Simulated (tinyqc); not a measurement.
What each parameter does: valley splitting of a silicon quantum well in envelope theory.

The well lies at 0 < z < L; U(z) = V0 [1/(1 + exp(z/w)) + 1/(1 + exp((L - z)/w))] - e F z, 1 mV/nm = 1e-4 eV/angstrom. The envelope psi solves -(c/ml) psi'' + U psi = E psi, c = hbar^2/2m0, by three-point differences on a grid of 0.1 angstrom from -40 to L + 40 angstrom. The two valleys at +/- k0 couple through D = C0 times the integral of exp(-i q z) U(z) psi^2, q = 2 k0 (2 pi/a), and split by Ev = 2|D|.

Random alloy: with Y(z) = Yw + (Yb - Yw) B(z), B the bracket in U, and in-plane density exp(-r^2/ad^2)/(pi ad^2), D gains a random complex part of variance sigma^2 = (C0^2/pi)(a^2 V0/(8 ad (Yb - Yw)))^2 (4/a) times the integral of psi^4 Y (1 - Y). Alone it gives a mean splitting sqrt(pi) sigma; together with the smooth part the rms splitting is 2 sqrt(|D|^2 + sigma^2).

Constants: hbar^2/2m0 = 3.80998211 eV angstrom^2.

Parameters, chosen for this exercise (near those of a strained Si well in SiGe; the results hold for these values, not for the real material):
- L = 70 angstrom (well width)
- V0 = 0.19 eV (conduction offset)
- ml = 0.932 m0 (mass along z)
- w = 0.7 angstrom (interface width parameter)
- F = 1.5 mV/nm (field pressing towards the upper interface)
- k0 = 0.833 2 pi/a (valley position)
- a = 5.431 angstrom (lattice constant)
- C0 = 0.273 (Bloch overlap factor)
- Yb = 0.27 (Ge share of the barrier)
- Yw = 0 (Ge share of the well)
- ad = 170 angstrom (dot radius)

Orbital spacing, psi^2 at z = L, the smooth splitting and sigma; V0 is held fixed when Yw changes. Each row changes one parameter from the base and keeps the others.

Results:

| case | E2 - E1 (meV) | psi^2(L) (1e-3/angstrom) | 2\|D\| (micro-eV) | sigma (micro-eV) |
|---|---|---|---|---|
| base | 19.69 | 1.222 | 8.05 | 1.8 |
| ad = 210 angstrom | 19.69 | 1.222 | 8.05 | 1.5 |
| Yw = 0.03 | 19.69 | 1.222 | 8.05 | 53.8 |
| L = 76 angstrom | 17.17 | 1.077 | 5.27 | 1.5 |
| V0 = 0.237 eV | 20.24 | 0.985 | 7.48 | 1.8 |
| w = 0.49 angstrom | 19.56 | 1.261 | 24.20 | 1.6 |
| F = 2.25 mV/nm | 20.06 | 1.475 | 9.81 | 2.1 |
| k0 = 0.813 2 pi/a | 19.69 | 1.222 | 11.98 | 1.8 |
| C0 = 0.328 | 19.69 | 1.222 | 9.67 | 2.2 |

The largest shifts from the base row, up to three for each result and ties (the steps differ in size, so this ranks the rows, not the parameters). E2 - E1 (meV): L -2.52, V0 +0.55, F +0.36; unchanged at the printed digits by ad, Yw, k0 and C0. psi^2(L) (1e-3/angstrom): F +0.253, V0 -0.237, L -0.145; unchanged at the printed digits by ad, Yw, k0 and C0. 2|D| (micro-eV): w +16.15, k0 +3.94, L -2.78; unchanged at the printed digits by ad and Yw. sigma (micro-eV): Yw +52.0, C0 +0.4, ad -0.3, F +0.3, L -0.3; unchanged at the printed digits by V0 and k0.

Computed by tinyqc, a small Python program: `OMP_NUM_THREADS=1 python tinyqc.py 1250001 1250002 out.jsonl` (the numbers bound the seed that draws the inputs); one thread of a shared host (Intel(R) Xeon(R) Processor @ 2.30GHz), about 0.08 s for the whole set of steps.
